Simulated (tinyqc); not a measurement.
Permeation of metal atoms or ions through a thin barrier or dielectric: time lag, field-aided drift and lifetime: one step, computed by the program tinyqc.

The film 0 < x < d is empty at first; C = C0 at x = 0 and C = 0 at x = d. dC/dt = D d2C/dx2 - v dC/dx with drift v = D z e V/(k_B T d) (uniform field, no space charge).

Problem. Steady flux and time lag. Steady flux J = (D C0/d) P/(1 - exp(-P)); time lag in units of d^2/D: s_L = [P (1 + exp(-P))/(1 - exp(-P)) - 2]/P^2 (P = 0: J = D C0/d, s_L = 1/6).

Inputs (values chosen for the exercise, for a model case: singly charged ions through a dielectric): thickness d = 19 nm; concentration at the source side C0 = 4.9e+14 1/cm^3; test temperature T = 175 C.

Peclet number P = 12.17031

diffusivity D = 1.288647e-14 cm^2/s

time scale d^2/D = 280.1388 s

Give: flux relative to D C0/d; steady flux J; time lag s_L; time lag.

Solution.

flux relative to D C0/d = 12.17

steady flux J = 4.045e+07 1/(cm^2 s)

time lag s_L = 0.06867

time lag = 19.24 s

Drift rules: J tends to v C0 and the lag to the transit time d/v.
